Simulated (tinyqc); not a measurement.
What each parameter does: sp3s* tight binding.

sp3s* tight binding, nearest neighbours only: anion (a) at 0, cation (c) at a/4 (1,1,1), orbitals s, px, py, pz, s* on each; k in units of 2 pi/a. With phases e_j = exp(i (pi/2) k.n_j) for n = (1,1,1), (1,-1,-1), (-1,1,-1), (-1,-1,1): g0 = (e1+e2+e3+e4)/4, g1 = (e1+e2-e3-e4)/4, g2 = (e1-e2+e3-e4)/4, g3 = (e1-e2-e3+e4)/4. The diagonal holds the levels Esa, Epa, Exa (s*) and Esc, Epc, Exc. Anion-cation block: <sa|sc> = Vss g0; <sa|xc> = Vsapc g1; <xa|sc> = -Vscpa g1; <xa|xc> = Vxx g0; <xa|yc> = <ya|xc> = Vxy g3, <xa|zc> = <za|xc> = Vxy g2, <ya|zc> = <za|yc> = Vxy g1; <s*a|xc> = Vxapc g1; <xa|s*c> = -Vpaxc g1; y and z take g2 and g3 in place of g1; s-s* and s*-s* vanish.

Parameters, chosen for this exercise (near a published set for Si, fitted to gaps, whose masses and valley positions are rough; the results hold for these values, not for the real material):

| symbol | value | unit | meaning |
|---|---|---|---|
| Esa | -4.2 | eV | s level of the anion |
| Epa | 1.727 | eV | p level of the anion |
| Esc | -4.2 | eV | s level of the cation |
| Epc | 1.727 | eV | p level of the cation |
| Exa | 6.73 | eV | s* level of the anion |
| Exc | 6.73 | eV | s* level of the cation |
| Vss | -8.361 | eV | s-s |
| Vxx | 1.728 | eV | px-px |
| Vxy | 4.553 | eV | px-py |
| Vsapc | 5.716 | eV | s anion, p cation |
| Vscpa | 5.716 | eV | s cation, p anion |
| Vxapc | 5.387 | eV | s* anion, p cation |
| Vpaxc | 5.387 | eV | p anion, s* cation |

Gaps from the top of the valence band at Gamma; Delta is the minimum on (x,0,0), 0.5 <= x <= 1. A change on one sublattice alone makes the two atoms unequal. Each row changes one parameter from the base and keeps the others.

Results:

| case | Ev (eV) | gap Gamma (eV) | gap Delta (eV) | gap L (eV) |
|---|---|---|---|---|
| base | -0.0010 | 3.4560 | 1.1770 | 2.5104 |
| Vss = -8.561 eV | -0.0010 | 3.4560 | 1.1636 | 2.5019 |
| Esc = -4 eV | -0.0010 | 3.4560 | 1.1932 | 2.5115 |
| Vpaxc = 5.587 eV | -0.0010 | 3.4560 | 1.0994 | 2.4031 |
| Esa = -4.5 eV | -0.0010 | 3.4560 | 1.1513 | 2.4134 |
| Epa = 1.927 eV | 0.0961 | 3.4618 | 1.1259 | 2.4202 |
| Vxy = 4.753 eV | -0.0010 | 3.4560 | 1.1770 | 2.4876 |

The largest shifts from the base row, up to three for each result and ties (the steps differ in size, so this ranks the rows, not the parameters). Ev (eV): Epa +0.0971; unchanged at the printed digits by Vss, Esc, Vpaxc, Esa and Vxy. gap Gamma (eV): Epa +0.0058; unchanged at the printed digits by Vss, Esc, Vpaxc, Esa and Vxy. gap Delta (eV): Vpaxc -0.0776, Epa -0.0511, Esa -0.0257; unchanged at the printed digits by Vxy. gap L (eV): Vpaxc -0.1073, Esa -0.0970, Epa -0.0902. Vpaxc and Vxy cannot move Ev or the gap at Gamma, whose blocks do not hold them; s parameters never move Ev, and move the gap only where the lowest empty level at Gamma is s-like.

Program tinyqc; command `OMP_NUM_THREADS=1 python tinyqc.py 1480131 1480132 out.jsonl`; about 0.1 s on one thread of a shared Intel(R) Xeon(R) Processor @ 2.30GHz.
